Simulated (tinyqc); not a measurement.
Force balance against energy balance: elastic strain and critical thickness of a cubic alloy layer A(1-x)B(x) on a thick substrate. Computed by tinyqc, a small Python program. Command: `OMP_NUM_THREADS=1 python tinyqc.py 3014352 3014353 out.jsonl misfit walk`. One thread of a shared host (Intel(R) Xeon(R) Processor @ 2.30GHz), about 0.01 s of CPU time with the checks.

Strain is positive in tension. The layer is coherent with the substrate unless said otherwise.

Inputs (values chosen for the exercise, for a model alloy):
```
quantity                        value      unit
fraction x of B                   0.5         -
lattice constant a_A            5.869  angstrom
lattice constant a_B            6.058  angstrom
substrate lattice constant a_S  5.865  angstrom
```

Growth plane: (001). Layer: buried under a thick cap. Misfit dislocation: edge.

C11, C12, C44 of A (GPa): 105.3  59.97  40.77

C11, C12, C44 of B (GPa): 77.63  43.48  42.59

Method:
- a = (1 - x) a_A + x a_B, the same rule for each C_ij; misfit f = (a_S - a)/a, the in-plane strain of the coherent layer.
- Voigt averages: G = (C11 - C12 + 3 C44)/5, B = (C11 + 2 C12)/3, nu = (3 B - 2 G)/(2 (3 B + G)); b = a/sqrt(2). Edge dislocation with b in the interface: cos alpha = 0, cos lambda = 1.
- Matthews-Blakeslee: h_c = A [ln(h_c/b) + 1], A = b (1 - nu cos^2 alpha)/(4 pi |f| (1 + nu) cos lambda), the factor 4 pi being that of a buried layer, with a dislocation at both interfaces.
- People-Bean: h_c = P ln(h_c/b), P = (1 - nu)/(1 + nu) b^2/(16 pi sqrt(2) a f^2). The misfit is scaled by 0.25, 0.4, 0.6, 1, 1.5, 2.2 at fixed a, b and nu; the upper root is taken, and rows with A < 1.3 b or P < 3 b, where the roots shrink to the core size or vanish, are left out.

misfit f = -0.0165171

prefactor A = 1.58341 nm

Poisson ratio nu = 0.283061

Burgers vector b = 0.421683 nm

free lattice constant a = 5.9635 angstrom

Critical thickness:
```
|f| (%)  Matthews-Blakeslee (nm)  People-Bean (nm)   ratio
0.4129                    34.169            1078.6  31.568
0.6607                    19.041             362.8  19.056
0.9910                    11.322             138.2  12.209
1.6517                     5.709              38.9   6.807
2.4776                     3.192              13.1   4.112
3.6338                     1.740               4.0   2.292
```

What does the comparison show, and why?

The exponents d ln h_c/d ln f are -1.24 and -2.32 between the first rows, steeper than the -1 and -2 of the prefactors because of the logarithm. The ratio falls from 31.6 to 2.29 as the misfit grows. Where People-Bean lies above, a layer between the lines is metastable: dislocations would lower the energy but have to be nucleated. People-Bean has no form for a buried layer. Above about 2 % misfit islands may come first.
